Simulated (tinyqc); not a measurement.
Lattice vibrations of a chain, step by step. Computed by tinyqc, a small Python program that keeps every step. Command: `OMP_NUM_THREADS=1 python tinyqc.py 23076 23077 out.jsonl` (the two numbers bound the seeds that draw the settings). One thread of a shared host (Intel(R) Xeon(R) Processor @ 2.60GHz), about 0.01 s of CPU time with the checks.

## Dynamical matrix at q = 0.28

A chain moving along its axis:
```
atom                mass (u)  spring to the next atom (eV/angstrom^2)
1                  34.100000                                12.600000
2                  38.600000                                28.600000
second neighbours          -                                 2.100000
```

q is in units of 2 pi/a. A spring k from atom i to atom j, n cells on, adds k to Phi_ii and Phi_jj, -k exp(2 pi i q n) to Phi_ij and the conjugate to Phi_ji (for one atom a cell: 2k (1 - cos 2 pi q n)); D_ij = Phi_ij / sqrt(m_i m_j).

D(q) (eV/(angstrom^2 u)):
$$\begin{pmatrix}
1.354458 & -0.199582+0.774344i \\
-0.199582-0.774344i & 1.196554
\end{pmatrix}$$

## Frequencies

omega^2 are the eigenvalues; wavenumber = 521.4708 sqrt(eigenvalue) 1/cm.

eigenvalues: [0.471967, 2.079045]

wavenumbers (1/cm): [358.2, 751.9]

weights |e|^2 of the mass-weighted modes, order atom 1, atom 2:
$$\begin{pmatrix}
0.450873 & 0.549127 \\
0.549127 & 0.450873
\end{pmatrix}$$

## Dispersion and heat capacity

C/k_B per atom = mean over q = (j + 1/2)/80, j = 0..39 and all branches of y^2 e^y/(e^y - 1)^2, y = hc wavenumber / k_B T.

Wavenumbers (1/cm):
```
q           branch 1    branch 2
0.000000    0.000000  786.638128
0.062500   86.098949  784.976629
0.125000  170.287796  779.921635
0.187500  250.646565  771.308695
0.250000  325.184121  759.036454
0.312500  391.631147  743.401872
0.375000  446.877053  725.801152
0.437500  485.755086  710.072363
0.500000  500.360122  703.279678
```

Heat capacity:
```
T (K)  C/k_B per atom
20           0.033150
50           0.083985
100          0.177968
200          0.399850
300          0.595787
600          0.857658
1200         0.960593
```

zero-point energy per atom = 32.675597 meV
